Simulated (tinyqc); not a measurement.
Worked calculation: Heisenberg magnet: exchange from energy differences, ordering vector, linear spin waves and ordering temperature. Computed by tinyqc, a small Python program that keeps every step. Command: `OMP_NUM_THREADS=1 python tinyqc.py 3001062 3001063 out.jsonl magnon walk`. One thread of a shared host (Intel(R) Xeon(R) Processor @ 2.30GHz), about 0.05 s of CPU time with the checks. Intermediate numbers are printed to about 6 digits and carried at full precision; extremes and crossings named in words are read from the listed rows.

H = -sum over pairs <ij> J_ij S_i.S_j - K sum_i (S_i^z)^2, each pair once, J > 0 ferromagnetic. First neighbours: 8 at a (0.5, 0.5, 0.5), second: 6 at a (1, 0, 0), with all permutations and signs.

Inputs (values chosen for the exercise, for a model magnet):

| quantity | value | unit |
|---|---|---|
| exchange J1 | -0.738 | meV |
| exchange J2 | -0.12 | meV |
| spin S | 1 | - |
| single-ion anisotropy K | 0.039 | meV |
| lattice constant a | 3.17 | angstrom |
| mesh divisions n | 16 | - |
| temperature T | 8.3 | K |

Lattice: bcc. Order: Neel (nearest neighbours antiparallel).

wave vector q (2 pi/a): 0.15  0.18  0.16

Constants: h x 1 THz = 4.135667696 meV; k_B = 8.617333262e-05 eV/K.

## Energies of ordered states

J(q) = J1 g1(q) + J2 g2(q), g_s(q) = sum over shell s of cos(q.R). A classical spiral or collinear state of wave vector Q has the exchange energy -(S^2/2) J(Q) per site.

States, Q in 2 pi/a:

| Q | g1 | g2 | energy (meV/site) |
|---|---|---|---|
| G (0, 0, 0) | 8.00000e+00 | 6 | 3.312 |
| H (1, 0, 0) | -8.00000e+00 | 6 | -2.592 |
| N (0.5, 0.5, 0) | 0 | -2 | -0.120 |
| P (0.5, 0.5, 0.5) | 4.93038e-32 | -6 | -0.360 |

The lowest of these is H (1, 0, 0), 2.232 meV per site below P (0.5, 0.5, 0.5).

## Back from energy differences to J1 and J2

Subtract the first row of the table from the second and third: dE = -(S^2/2)(dg1 J1 + dg2 J2), two equations for two unknowns, as in mapping total energies onto a spin model.

coefficients:
```
   J1  J2
1   8   0
2   4   4
```

energy differences (meV/site): -5.904  -3.432

J1, J2 (meV): -0.738  -0.120

## Magnon energy at q

g_s(q) = sum over shell s of cos(q.R), z1 = g1(0). A(q) = S [-J1 g1(0) + J2 (g2(0) - g2(q))] + (2S - 1) K, B(q) = S J1 g1(q), E(q) = sqrt(A^2 - B^2). The factor 2S - 1 removes the anisotropy for S = 1/2.

g1(q) = 5.27398

g2(q) = 3.09878

E(q) = 4.01911 meV

frequency = 0.971816 THz

## Long waves and the gap

sum R_x^2 over the shells is s1 = 2 a^2 and s2 = 2 a^2. Without K, E = c q with c = S sqrt(z1 |J1| (|J1| s1 + J2 s2)); the gap is E(0) = sqrt(k (k + 2 S z1 |J1|)), k = (2S - 1) K.

spin-wave velocity c = 8.56331 meV angstrom

gap = 0.679730 meV

Exchange enhances the gap to 17.4 times (2S - 1) K, the geometric mean of anisotropy and exchange.

## Dispersion

The formulas are those given above.

Energies (meV); H = (1, 0, 0), N = (0.5, 0.5, 0) in 2 pi/a:

| line | fraction of the way | E(q) | sqrt(gap^2 + c^2 q^2) |
|---|---|---|---|
| G-H | 0.10 | 1.80219 | 1.8284 |
| G-H | 0.20 | 3.24981 | 3.4620 |
| G-H | 0.30 | 4.43181 | 5.1371 |
| G-H | 0.40 | 5.19795 | 6.8232 |
| G-H | 0.50 | 5.46300 | 8.5137 |
| G-N | 0.10 | 1.36693 | 1.3793 |
| G-N | 0.25 | 2.87622 | 3.0765 |
| G-N | 0.50 | 4.59675 | 6.0393 |
| G-N | 0.75 | 5.05011 | 9.0270 |
| G-N | 1.00 | 4.98300 | 12.0211 |

At the end of the G-H rows the long-wave form is 1.56 times the true energy. At the end of the G-N rows the long-wave form is 2.41 times the true energy. It holds to 5 % in 2 of the ten rows; nearer the zone boundary the cosine flattens the band.

## Loss of moment

Mesh: q = sum_i (m_i + 1/2)/n b_i, m_i = 0..n-1, b = [[0, 1, 1], [1, 0, 1], [1, 1, 0]] in 2 pi/a; <..> is the mean over the mesh. n = 1/(exp(E/(k_B T)) - 1); zero-point loss <A/(2E) - 1/2>, thermal loss <(A/E) n>; moment = S less the losses.

zero-point loss = 0.0660008

thermal loss = 0.00696407

moment <S^z> = 0.927035

Zero-point motion removes 6.6 % of S. The thermal loss is 0.70 % of S. Caution: doubling the mesh changes the thermal sum by more than 3 %, so it is not fully converged.

## Ordering temperature

K left out. Mean field: k_B T = S (S + 1) J(Q)/3 at the ordering vector Q; random-phase (Tyablikov): k_B T = [S (S + 1)/3] / <1/(J(Q) - J(q))>; Curie-Weiss theta = S (S + 1) J(0)/(3 k_B).

mean-field ordering temperature = 40.1052 K

random-phase ordering temperature = 28.7447 K

Curie-Weiss temperature = -51.2456 K

The random-phase value is 0.72 of mean field, since it weights the soft long waves (a harmonic mean of J(Q) - J(q) in place of the arithmetic one); on this mesh it lies slightly high. |theta|/T(mean field) = 1.28: above 1, as the antiferromagnetic J2 is frustrated.

Checks made by the program: the long-wave formula against the dispersion (relative difference 2e-06).
